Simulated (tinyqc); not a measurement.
What sets the wire resistivity: free and nearly free electrons in a metal.

The cubic cell holds 2 atoms: n = 2 z/a^3, kF = (3 pi^2 n)^(1/3), EF = c kF^2/m, vF = 2 c kF/(m hbar), c = hbar^2/2m0; rs = (3/(4 pi n))^(1/3)/a0; D(EF) = 3 n/(2 EF).

Square wire of width w with grain size w: rho/rho0 = 1/(1 - 3 al/2 + 3 al^2 - 3 al^3 ln(1 + 1/al)) + (3/4) (1 - p) l/w, with al = (l/w) Rg/(1 - Rg) (Mayadas-Shatzkes plus the thick-wire form of Fuchs-Sondheimer); l = hbar kF/(n e^2 rho), e = 1.602176634e-19 C.

Constants: hbar^2/2m0 = 3.80998211 eV angstrom^2; hbar = 6.58211957e-16 eV s; a0 (Bohr radius) = 0.5291772105 angstrom.

Inputs chosen for the exercise (near those of K; shifted at random, so the results belong to these values and not to a real crystal):
- a = 5.228 angstrom (bcc lattice constant)
- z = 1 (free electrons an atom)
- m = 1 m0 (mass)
- rho = 7.81 micro-ohm cm (bulk resistivity)
- p = 0 (specularity of the surfaces)
- Rg = 0.18 (reflection at grain boundaries)
- w = 30 nm (wire width)

All results formed anew.

Results for these values:
```
case  EF (eV)  l (nm)  wire rho (micro-ohm cm)
base    2.118   28.02                   15.577
```

What happens to each result for Rg = 0.126, all else kept?

Answer: EF does not change at the printed digits; l does not change at the printed digits; wire rho falls from 15.577 to 14.804.

The same for each parameter in turn:
```
case                      EF (eV)  l (nm)  wire rho (micro-ohm cm)
base                        2.118   28.02                   15.577
a = 5.385 angstrom          1.996   29.73                   16.047
m = 1.2 m0                  1.765   28.02                   15.577
rho = 9.372 micro-ohm cm    2.118   23.35                   17.149
p = 0.3                     2.118   28.02                   13.936
Rg = 0.126                  2.118   28.02                   14.804
w = 21 nm                   2.118   28.02                   18.876
```

The mass drops out of l at given rho, because vF falls and tau rises by the same factor.

Program tinyqc; command `OMP_NUM_THREADS=1 python tinyqc.py 1650043 1650044 out.jsonl`; about 0.01 s on one thread of a shared Intel(R) Xeon(R) Processor @ 2.30GHz.
